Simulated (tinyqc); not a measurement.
Length of a polyene: Hueckel, PPP and singles CI along the polyenes. Computed by the program tinyqc. Hueckel uses the same beta without repulsion; CIS keeps all single excitations and so misses the low, doubly excited 2Ag state. W is the valence ionisation energy of a centre, MN the Mataga-Nishimoto formula, f the oscillator strength.

All-trans chains of carbon centres 1.40 angstrom apart:
```
parameter                               value
beta (eV), times 1 +/- alternation  -2.160000
alternation                          0.050000
W (eV)                              11.160000
gamma_rr (eV)                       10.710000
repulsion formula                        Ohno
```

Gaps and excitations (eV):
```
centres  Hueckel gap  PPP orbital gap  bright singlet (CIS)      f  lowest triplet (CIS)
2              4.536           11.955                 6.182  0.530                 2.890
4              2.927            9.555                 4.867  0.994                 2.007
6              2.193            8.336                 4.079  1.390                 1.588
8              1.778            7.610                 3.568  1.737                 1.361
12             1.328            6.811                 2.962  2.334                 1.140
```

Estimate the missing row, centres = 10.

Computed row:
```
centres  Hueckel gap  PPP orbital gap  bright singlet (CIS)      f  lowest triplet (CIS)
10             1.512            7.137                 3.216  2.048                 1.226
```

The Hueckel gap tends to 4 x alternation x |beta| = 0.43 eV for long chains. Exchange opens the PPP orbital gap, and the attraction of electron and hole brings the bright state 3.85 eV below it at 12 centres; the triplet lies 1.82 eV lower still.
